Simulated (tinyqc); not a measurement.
From results to parameters: diatomic chain. Computed by the program tinyqc.

Problem. A chain of two alternating masses has one spring constant k; at the zone edge omega^2 = 2k/M and 2k/m, and wavenumber = 521.4708 sqrt(omega^2) with omega^2 in eV/(angstrom^2 u). Find k, the heavier mass and the optical wavenumber at q = 0.

wavenumbers at the zone edge (cm^-1): 427.906970  531.039870
lighter mass = 32.400000 u

Solution. The upper value gives k = m omega^2/2, the ratio of the squares gives M/m, and at q = 0 omega^2 = 2k (1/m + 1/M), the sum of the two.

k = 16.8000 eV/angstrom^2
heavier mass = 49.9000 u
optical wavenumber at q = 0 = 681.9881 cm^-1
